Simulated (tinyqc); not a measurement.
MOSFET in saturation, small-signal circuit and noise: two steps of the calculation.

Bias by the inversion coefficient IC = I/Ispec (charge-based model with velocity saturation; weak inversion below 0.1, strong above 10). Common-source circuit: gm, gds, Cgs, Cgd and Cj at the inner nodes, Rg in series with the gate; quasi-static, no source or drain resistance, no gate-body capacitance, no substrate network, no induced gate noise, so fmax is an upper estimate.

Values chosen for this exercise:
- T = 350 K (temperature)
- L = 130 nm (gate length)
- W = 40 um (total gate width)
- Cox = 1.76 uF/cm^2 (gate capacitance)
- mu = 120 cm^2/(V s) (mobility)
- n = 1.36 (slope factor)
- Ls = 20 nm (velocity-saturation length)
- IC = 0.12 (inversion coefficient)
- gw = 0.13 (short-channel excess of the noise factor)
- Nt = 1.2e18 cm^-3 eV^-1 (oxide trap density)
- lt = 0.1 nm (tunnelling length into the oxide)
- ac = 3000 V s/C (Coulomb scattering coefficient)
- f = 0.4 GHz (signal frequency)

Constants: q = 1.602176634e-19 C, kB = 1.380649e-23 J/K, Vt = kB T/q. Results are converted to the units shown.

Task 1. Admittance matrix. Inner admittances at w = 2 pi f: y11 = i w (Cgs + Cgd), y12 = -i w Cgd, y21 = gm - i w Cgd, y22 = gds + i w (Cgd + Cd). Invert to Z, add Rg to Z11 and invert back to Y.

gm = 0.42126629 mS
gds = 0.016008119 mS
Cgs = 23.050129 fF
Cgd = 14.4 fF
Cd = 14 fF
Rg = 2.7403846 ohm

Find: inner y; Y with Rg.

Result 1.

inner y (mS):

|  | 1 | 2 |
|---|---|---|
| 1 | 0.00000+0.09412i | 0.00000-0.03619i |
| 2 | 0.42127-0.03619i | 0.01601+0.07138i |

Y with Rg (mS):

|  | 1 | 2 |
|---|---|---|
| 1 | 0.00002+0.09412i | -0.00001-0.03619i |
| 2 | 0.42126-0.03630i | 0.01601+0.07142i |

Task 2. Noise at the gate. Channel noise Sid = 4 kB T gam n gm with gam = (1/2 + (2/3) qs)/(1 + qs) + gw lc IC, qs = [sqrt(1 + 4 IC) - 1]/2, lc = Ls/L (the last term an empirical rise with velocity saturation); at the gate, white noise Sw = Sid/gm^2 + 4 kB T Rg. Number fluctuation with correlated mobility: S(f) = K/f, K = q^2 Vt lt Nt/(W L Cox^2) (1 + ac mu Cox I/gm)^2, Vt in eV with Nt per eV. Corner fc = K/Sw. Full shot noise would be 2 q I.

I = 19.294902 uA
gm = 0.42126629 mS
Rg = 2.7403846 ohm

Find: gam; Sid; Sid/(2 q I); sqrt(Sw); K; fc.

Result 2.

gam = 0.51868
Sid = 5.7439e-24 A^2/Hz
Sid/(2 q I) = 0.92902
sqrt(Sw) = 5.6938 nV/Hz^0.5
K = 6.1075e-11 V^2
fc = 1.8839 MHz

The gate resistance gives 0.16 % of the white noise power.

Numbers from tinyqc (`OMP_NUM_THREADS=1 python tinyqc.py 2150102 2150103 out.jsonl`; about 0.01 s on one thread of a shared Intel Xeon 2.30GHz).
